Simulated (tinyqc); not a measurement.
Frequency dispersion of an accumulation capacitance by border traps, distributed model: two steps of the calculation.

Traps spread evenly through the insulator exchange electrons with the semiconductor by tunnelling, with tau(x) = t0 exp(2 ka x) at depth x from the interface. The admittance per area Y seen at depth x obeys dY/dx = -Y^2/(i w eps0 eox) + q Nb ln(1 + i w tau)/tau, with Y(0) = i w Cs and w = 2 pi f; the gate sees Y(tox) = G + i w C. Working variable y = Y/(i w), in uF/cm^2. Cox = eps0 eox/tox.

Values chosen for this exercise; permittivity close to that of hafnium oxide:
- eox = 18.5 (relative permittivity of the insulator)
- tox = 6.6 nm (insulator thickness)
- Cs = 0.51 uF/cm^2 (semiconductor capacitance in accumulation)
- Nb = 2.1e19 cm^-3 eV^-1 (density of border traps)
- ka = 6.2 1/nm (decay constant of the wave function in the insulator)
- t0 = 2e-11 s (time constant of a trap at the interface)
- f = 1000 Hz (frequency)
- xe = 1.7 nm (depth down to which the steps are taken)

Constants: q = 1.602176634e-19 C, eps0 = 8.8541878128e-14 F/cm where lengths are in cm. Results are converted to the units shown.

Problem 1. Scales and lumped estimate. Cox; trap-free value 1/(1/Cox + 1/Cs); response depth d = ln(1/(w t0))/(2 ka), where w tau = 1; lumped estimate: all traps within d act as C_bt = q Nb d placed at d/2, so C = 1/{1/[1/(1/Cs + d/(2 eps0 eox)) + C_bt] + (tox - d/2)/(eps0 eox)}.

Give: Cox; trap-free C; d; C_bt; lumped C.

Solution 1.

Cox = 2.482 uF/cm^2
trap-free C = 0.4231 uF/cm^2
d = 1.281 nm
C_bt = 0.4311 uF/cm^2
lumped C = 0.6955 uF/cm^2

The traps within reach amount to 0.845 Cs and lie in the first 19.4 % of the insulator.

Problem 2. Capacitance and conductance at the gate. Beyond xe the traps are ignored, so 1/y(tox) = 1/y(xe) + (tox - xe)/(eps0 eox); C = Re y, G/w = -Im y, loss tangent G/(w C).

y at xe = 0.90481968-0.03998749i uF/cm^2

Give: y at the gate; C; G/w; loss tangent.

Solution 2.

y at the gate = 0.71231-0.02476i uF/cm^2
C = 0.71231 uF/cm^2
G/w = 0.024764 uF/cm^2
loss tangent = 0.034766

Computed by the program tinyqc: `OMP_NUM_THREADS=1 python tinyqc.py 2202009 2202010 out.jsonl`, one thread of a shared Intel Xeon 2.30GHz, about 0.5 s for the whole run.
